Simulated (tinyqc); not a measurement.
Ewald sum of point charges, rock salt lattice, step by step. Computed by tinyqc, a small Python program that keeps every step. Command: `OMP_NUM_THREADS=1 python tinyqc.py 27162 27163 out.jsonl` (the two numbers bound the seeds that draw the settings). One thread of a shared host (Intel(R) Xeon(R) Processor @ 2.60GHz), about 0.06 s of CPU time with the checks.

## Ewald sum with eta = 0.372 1/bohr

cell vectors (rows) (bohr):
```
        1       2       3
1  0.0000  5.3650  5.3650
2  5.3650  0.0000  5.3650
3  5.3650  5.3650  0.0000
```

Charges:
```
q            f1      f2      f3
2.0000   0.0000  0.0000  0.0000
-2.0000  0.5000  0.5000  0.5000
```

Real space: 1/2 sum q_i q_j erfc(eta r)/r over all images with r > 0; reciprocal space: (2 pi/V) sum_(G != 0) exp(-G^2/4 eta^2)/G^2 |S(G)|^2 with S(G) = sum q exp(i G.r); self term -eta/sqrt(pi) sum q^2; background -pi Q^2/(2 V eta^2), Q the total charge.

Real-space shells (first ones):
```
r (bohr)  pairs  sum (hartree)
5.3650       12        -0.0213
7.5873       24       4.15e-04
9.2925       16      -3.50e-06
10.7300      12       3.70e-08
11.9965      48      -2.22e-09
13.1415      48       3.45e-11
15.1745      24              0
16.0950      60              0
```

Reciprocal shells (first ones that count):
```
G^2 (1/bohr^2)  vectors  sum (hartree)
1.0287                8         0.3947
3.7718               24         0.0023
6.5150               24       9.27e-06
9.2581               32       6.13e-08
12.0013              48       5.00e-10
```

## The total does not depend on eta

The same sums for other eta.

Totals (hartree per cell):
```
eta          real  reciprocal     self  background      total
0.3720    -0.0209      0.3970  -1.6790      0.0000  -1.302937
0.5090    -0.0005      0.9949  -2.2974      0.0000  -1.302937
0.6050  -1.98e-05      1.4278  -2.7307      0.0000  -1.302937
```

shortest distance = 5.3650 bohr

Madelung constant -E d / (formula units |q+ q-|) = 1.7476
